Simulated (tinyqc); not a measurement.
# Changing the Ge fraction x

Model: composition and strain of an epitaxial Si(1-x)Ge(x) layer from Raman and X-ray peaks. Computed by tinyqc, a small Python program. Command: `OMP_NUM_THREADS=1 python tinyqc.py 3013763 3013764 out.jsonl epiraman sweep`. One thread of a shared host (Intel(R) Xeon(R) Processor @ 2.30GHz), about 0.01 s of CPU time with the checks.

A (001) layer, biaxially strained in the plane. The Raman peaks follow empirical lines omega = w0 + c1 x + c3 x^3 + b eps (c3 for Si-Ge alone), with eps the in-plane strain.

Inputs (values chosen for the exercise, modelled on silicon-germanium):

| quantity | value | unit |
|---|---|---|
| degree of relaxation R | 0.75 | - |
| lattice constant of Si | 5.431 | angstrom |
| lattice constant of Ge | 5.658 | angstrom |
| bowing B | 0.026 | angstrom |
| 2 C12/C11 of Si | 0.768 | - |
| 2 C12/C11 of Ge | 0.75 | - |
| Si-Si: w0 | 520.9 | 1/cm |
| Si-Si: c1 | -65.7 | 1/cm |
| Si-Si: strain coefficient b | -724 | 1/cm |
| Si-Ge: w0 | 400.5 | 1/cm |
| Si-Ge: c1 | 24.6 | 1/cm |
| Si-Ge: c3 | -32.3 | 1/cm |
| Si-Ge: strain coefficient b | -533 | 1/cm |
| Ge-Ge: w0 | 280.3 | 1/cm |
| Ge-Ge: c1 | 20.1 | 1/cm |
| Ge-Ge: strain coefficient b | -479 | 1/cm |
| X-ray wavelength | 1.540598 | angstrom |

Substrate: silicon.

Method:
- Relaxed lattice constant a(x) = a_Si + (a_Ge - a_Si) x - B x (1 - x).
- In-plane constant a_par = a_sub + R (a(x) - a_sub); eps = a_par/a(x) - 1; eps_perp = -(2 C12/C11) eps with 2 C12/C11 linear in x; a_perp = a(x) (1 + eps_perp).
- Insert x and eps in the three lines; the strain part is b eps.
- Bragg angle theta = arcsin(2 lambda/a) for (004), for the substrate with a_sub and the layer with a_perp; separation in arc seconds.

One run for each value:

| Ge fraction x | Si-Si peak (1/cm) | Si-Ge peak (1/cm) | Ge-Ge peak (1/cm) | in-plane strain eps (per mille) | separation, layer less substrate (arcsec) |
|---|---|---|---|---|---|
| 0.08 | 516.18 | 402.85 | 282.27 | -0.7456 | -504.3 |
| 0.18 | 510.30 | 405.64 | 284.73 | -1.6927 | -1142.4 |
| 0.29 | 503.84 | 408.31 | 287.45 | -2.7532 | -1853.8 |
| 0.40 | 497.39 | 410.32 | 290.18 | -3.8328 | -2574.5 |
| 0.50 | 491.55 | 411.34 | 292.66 | -4.8303 | -3237.3 |
| 0.60 | 485.71 | 411.40 | 295.16 | -5.8425 | -3907.0 |
| 0.71 | 479.30 | 410.12 | 297.91 | -6.9725 | -4651.2 |
| 0.82 | 472.90 | 407.19 | 300.67 | -8.1192 | -5402.7 |
| 0.92 | 467.10 | 402.87 | 303.19 | -9.1756 | -6091.9 |

Over the rows, Si-Si peak (1/cm) falls from 516 to 467 (exponent d ln y / d ln x -0.014 between the first rows and -0.11 between the last); Si-Ge peak (1/cm) goes from 403 through a maximum among these rows, 411 at 0.600, to 403; Ge-Ge peak (1/cm) rises from 282 to 303 (exponent d ln y / d ln x 0.011 between the first rows and 0.072 between the last). Composition and strain both change with x. The Si-Si peak moves by -58.4 per cm per unit x on average, against c1 = -65.7 without strain: eps moves towards compression as x grows, which offsets part of the fall, in proportion to 1 - R.

Caution (rows 0.0800, 0.180, 0.820, 0.920): near either end one of the like-atom peaks is weak, since its intensity follows the number of such bonds.

Extremes, crossings and ranges named in words are read from the listed rows.
